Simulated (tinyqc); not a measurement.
Inside a calculation. Method: RHF in the sto-3g basis, for H2, spin multiplicity 1. Computed by tinyqc, a small Python program that keeps every step (integrals from PySCF). Settings: charge = 0, multiplicity = 1, basis = sto-3g, energy threshold = 1e-10, iteration cap = 76, orthogonalisation = symmetric, start = highest core orbitals, DIIS depth = 6, damping = 0.3, method = RHF. Command: `OMP_NUM_THREADS=1 python tinyqc.py 25489 25490 out.jsonl` (the two numbers bound the seeds that draw the settings). One thread of a shared host (Intel(R) Xeon(R) Processor @ 2.60GHz), about 0.03 s of CPU time with the checks. Later iterations appear only in the table of the cycle.

## One-electron integrals

Geometry (angstrom):
```
atom,x,y,z
H,0.0000,0.0000,0.0000
H,0.0000,0.0000,1.0820
```

Basis sto-3g: exponents (1/bohr^2) and contraction coefficients of normalised primitives:
```
element,l (shell),exponent,coefficient
H,s (1),3.4253,0.1543
H,s (1),0.6239,0.5353
H,s (1),0.1689,0.4446
```

Overlap, kinetic and nuclear-attraction integrals over the contracted functions; the nuclear repulsion is the sum of Za Zb / Rab.

nuclear repulsion = 0.489073 hartree

overlap S:
```
,1H 1s,2H 1s
1H 1s,1.0000,0.4495
2H 1s,0.4495,1.0000
```

kinetic energy T (hartree):
```
,1H 1s,2H 1s
1H 1s,0.7600,0.0837
2H 1s,0.0837,0.7600
```

nuclear attraction V (hartree):
```
,1H 1s,2H 1s
1H 1s,-1.7048,-0.6923
2H 1s,-0.6923,-1.7048
```

core Hamiltonian H = T + V (hartree):
```
,1H 1s,2H 1s
1H 1s,-0.9448,-0.6086
2H 1s,-0.6086,-0.9448
```

## Two-electron integrals

Functions are numbered as in S; the eight-fold symmetry (ij|kl) = (ji|kl) = (kl|ij) leaves the list below.

Two-electron integrals (ij|kl) in chemists' order, unique and non-zero (hartree):
```
i,j,k,l,(ij|kl)
1,1,1,1,0.7746
2,1,1,1,0.2731
2,1,2,1,0.1268
2,2,1,1,0.4522
2,2,2,1,0.2731
2,2,2,2,0.7746
```

## Orthogonalisation

S = U s U^T; symmetric (Loewdin) form X = U s^(-1/2) U^T, so that X^T S X = 1.

eigenvalues of S: 0.5505  1.4495

X:
```
,1H 1s,2H 1s
1H 1s,1.0892,-0.2586
2H 1s,-0.2586,1.0892
```

## Starting guess

The start is the highest orbitals of the core Hamiltonian (a deliberately bad start); D = 2 C_occ C_occ^T.

D at the start:
```
,1H 1s,2H 1s
1H 1s,1.8166,-1.8166
2H 1s,-1.8166,1.8166
```

## Iteration 1: building the Fock matrix

J_ij = sum D_kl (ij|kl), K_ij = sum D_kl (ik|jl); F = H + J - 0.5 K; E = tr D H + tr D J / 2 - 0.25 tr D K + E_nn.

Coulomb J (hartree):
```
,1H 1s,2H 1s
1H 1s,1.2364,0.5316
2H 1s,0.5316,1.2364
```

exchange K (hartree):
```
,1H 1s,2H 1s
1H 1s,0.6453,-0.0596
2H 1s,-0.0596,0.6453
```

Fock matrix F (hartree):
```
,1H 1s,2H 1s
1H 1s,-0.0310,-0.0473
2H 1s,-0.0473,-0.0310
```

total energy of this density = -0.092013 hartree

This density is the starting one.

## Iteration 1: diagonalisation and new density

Diagonalise F' = X^T F X, C = X C', fill 1 alpha and 1 beta electrons from the bottom; D = 2 C_occ C_occ^T; the new density keeps 0.3 of the old one (damping). Each column has its largest component positive (the first on a tie).

F' = X^T F X (hartree):
```
,1,2
1,-0.0122,-0.0418
2,-0.0418,-0.0122
```

orbital energies (hartree): MO1 -0.0540, MO2 0.0296

coefficients C:
```
,MO1,MO2
1H 1s,0.5873,0.9530
2H 1s,0.5873,-0.9530
```

D after iteration 1:
```
,1H 1s,2H 1s
1H 1s,1.0279,-0.0621
2H 1s,-0.0621,1.0279
```

## Iteration 2: building the Fock matrix

As before.

Coulomb J (hartree):
```
,1H 1s,2H 1s
1H 1s,1.2271,0.5456
2H 1s,0.5456,1.2271
```

exchange K (hartree):
```
,1H 1s,2H 1s
1H 1s,0.8926,0.5254
2H 1s,0.5254,0.8926
```

Fock matrix F (hartree):
```
,1H 1s,2H 1s
1H 1s,-0.1640,-0.3257
2H 1s,-0.3257,-0.1640
```

total energy of this density = -0.592632 hartree

This density is a damped mixture and is not idempotent.

## Iteration 2: DIIS over 2 matrices

error matrix X^T (FDS - SDF) X:
```
,1,2
1,0.0000,0.0000
2,0.0000,0.0000
```

B (overlaps of the stored error matrices):
```
,1,2
1,0.0000000e+00,0.0000000e+00
2,0.0000000e+00,0.0000000e+00
```

Minimise |sum c_i e_i|^2 with sum c_i = 1: solve [B -1; -1 0][c; lambda] = [0; -1] with B_ij = tr e_i^T e_j, and take F = sum c_i F_i.

DIIS coefficients: 0.4275  0.5725

extrapolated F (hartree):
```
,1H 1s,2H 1s
1H 1s,-0.1071,-0.2067
2H 1s,-0.2067,-0.1071
```

## Iteration 2: diagonalisation and new density

As before.

F' = X^T F X (hartree):
```
,1,2
1,-0.0178,-0.1987
2,-0.1987,-0.0178
```

orbital energies (hartree): MO1 -0.2165, MO2 0.1808

coefficients C:
```
,MO1,MO2
1H 1s,0.5873,0.9530
2H 1s,0.5873,-0.9530
```

D after iteration 2:
```
,1H 1s,2H 1s
1H 1s,0.7913,0.4643
2H 1s,0.4643,0.7913
```

## Iteration 3: building the Fock matrix

As before.

Coulomb J (hartree):
```
,1H 1s,2H 1s
1H 1s,1.2243,0.5499
2H 1s,0.5499,1.2243
```

exchange K (hartree):
```
,1H 1s,2H 1s
1H 1s,0.9668,0.7009
2H 1s,0.7009,0.9668
```

Fock matrix F (hartree):
```
,1H 1s,2H 1s
1H 1s,-0.2039,-0.4092
2H 1s,-0.4092,-0.2039
```

total energy of this density = -0.892424 hartree

This density is a damped mixture and is not idempotent.

## Iteration 3: DIIS over 3 matrices

error matrix X^T (FDS - SDF) X:
```
,1,2
1,0.0000,0.0000
2,0.0000,0.0000
```

B (overlaps of the stored error matrices):
```
,1,2,3
1,0.0000000e+00,0.0000000e+00,0.0000000e+00
2,0.0000000e+00,0.0000000e+00,0.0000000e+00
3,0.0000000e+00,0.0000000e+00,0.0000000e+00
```

As before.

DIIS coefficients: 0.4576  0.6304  -0.0880

extrapolated F (hartree):
```
,1H 1s,2H 1s
1H 1s,-0.0996,-0.1909
2H 1s,-0.1909,-0.0996
```

## Iteration 3: diagonalisation and new density

As before.

F' = X^T F X (hartree):
```
,1,2
1,-0.0173,-0.1832
2,-0.1832,-0.0173
```

orbital energies (hartree): MO1 -0.2005, MO2 0.1659

coefficients C:
```
,MO1,MO2
1H 1s,0.5873,0.9530
2H 1s,0.5873,-0.9530
```

D after iteration 3:
```
,1H 1s,2H 1s
1H 1s,0.7203,0.6222
2H 1s,0.6222,0.7203
```

## Iteration 4: building the Fock matrix

As before.

Coulomb J (hartree):
```
,1H 1s,2H 1s
1H 1s,1.2235,0.5511
2H 1s,0.5511,1.2235
```

exchange K (hartree):
```
,1H 1s,2H 1s
1H 1s,0.9891,0.7536
2H 1s,0.7536,0.9891
```

Fock matrix F (hartree):
```
,1H 1s,2H 1s
1H 1s,-0.2159,-0.4343
2H 1s,-0.4343,-0.2159
```

total energy of this density = -0.995826 hartree

This density is a damped mixture and is not idempotent.

## Iteration 4: DIIS over 4 matrices

error matrix X^T (FDS - SDF) X:
```
,1,2
1,0.0000,0.0000
2,0.0000,0.0000
```

B (overlaps of the stored error matrices):
```
,1,2,3,4
1,0.0000000e+00,0.0000000e+00,0.0000000e+00,0.0000000e+00
2,0.0000000e+00,0.0000000e+00,0.0000000e+00,0.0000000e+00
3,0.0000000e+00,0.0000000e+00,0.0000000e+00,0.0000000e+00
4,0.0000000e+00,0.0000000e+00,0.0000000e+00,0.0000000e+00
```

As before.

DIIS coefficients: 0.5819  0.6200  -0.5766  0.3747

extrapolated F (hartree):
```
,1H 1s,2H 1s
1H 1s,-0.0830,-0.1562
2H 1s,-0.1562,-0.0830
```

## Iteration 4: diagonalisation and new density

As before.

F' = X^T F X (hartree):
```
,1,2
1,-0.0161,-0.1490
2,-0.1490,-0.0161
```

orbital energies (hartree): MO1 -0.1650, MO2 0.1329

coefficients C:
```
,MO1,MO2
1H 1s,0.5873,0.9530
2H 1s,0.5873,-0.9530
```

D after iteration 4:
```
,1H 1s,2H 1s
1H 1s,0.6990,0.6696
2H 1s,0.6696,0.6990
```

## Iteration 26 (converged): orbitals

converged F (hartree):
```
,1H 1s,2H 1s
1H 1s,-0.2210,-0.4450
2H 1s,-0.4450,-0.2210
```

Diagonalise F' = X^T F X, C = X C', fill 1 alpha and 1 beta electrons from the bottom; D = 2 C_occ C_occ^T. Each column has its largest component positive (the first on a tie).

F' = X^T F X (hartree):
```
,1,2
1,-0.0262,-0.4332
2,-0.4332,-0.0262
```

orbital energies (hartree): MO1 -0.4595, MO2 0.4070

coefficients C:
```
,MO1,MO2
1H 1s,0.5873,0.9530
2H 1s,0.5873,-0.9530
```

D after iteration 26:
```
,1H 1s,2H 1s
1H 1s,0.6899,0.6899
2H 1s,0.6899,0.6899
```

## Convergence

Stop when the energy changes by less than 1e-10 hartree and every element of the error matrix X^T (F D S - S D F) X is below 3e-06.

Course of the cycle:
```
iteration,E (hartree),change,largest element of the error matrix
1,-0.092013,-,9.98e-17
2,-0.592632,-5.01e-01,8.15e-17
3,-0.892424,-3.00e-01,4.04e-16
4,-0.995826,-1.03e-01,4.97e-16
5,-1.028059,-3.22e-02,1.32e-16
6,-0.211077,8.17e-01,1.27e-15
7,-0.711637,-5.01e-01,5.01e-16
8,-0.935621,-2.24e-01,1.24e-16
9,-1.009460,-7.38e-02,4.97e-16
10,-1.032210,-2.27e-02,5.98e-16
11,-1.039088,-6.88e-03,6.53e-16
12,-1.041157,-2.07e-03,0.0000
13,-1.041778,-6.21e-04,6.53e-16
14,-1.041964,-1.86e-04,1.24e-16
15,-1.042020,-5.59e-05,6.21e-16
16,-1.042037,-1.68e-05,3.73e-16
17,-1.042042,-5.03e-06,2.49e-16
18,-1.042043,-1.51e-06,2.80e-16
19,-1.042044,-4.53e-07,3.80e-16
20,-1.042044,-1.36e-07,1.24e-16
21,-1.042044,-4.08e-08,0.0000
22,-1.042044,-1.22e-08,1.24e-16
23,-1.042044,-3.67e-09,1.32e-16
24,-1.042044,-1.10e-09,1.00e-16
25,-1.042044,-3.30e-10,3.49e-16
26,-1.042044,-9.90e-11,3.80e-16
```

PySCF RHF in the same basis = -1.042044 hartree

Converged in 26 iterations.

## Populations, bond orders and dipole

Mulliken: Z minus the diagonal of D S on the atom; Loewdin: the same with S^(1/2) D S^(1/2); Mayer order: 2 sum_s sum (D(s) S)_ij (D(s) S)_ji over the two atoms.

Charges (e):
```
atom,Mulliken,Loewdin
1H,0.0000,0
2H,0,0
```

Mayer bond orders:
```
pair,order
2-1,1.0000
```

dipole moment about the origin, x y z (debye): 0.0000  0.0000  0.0000
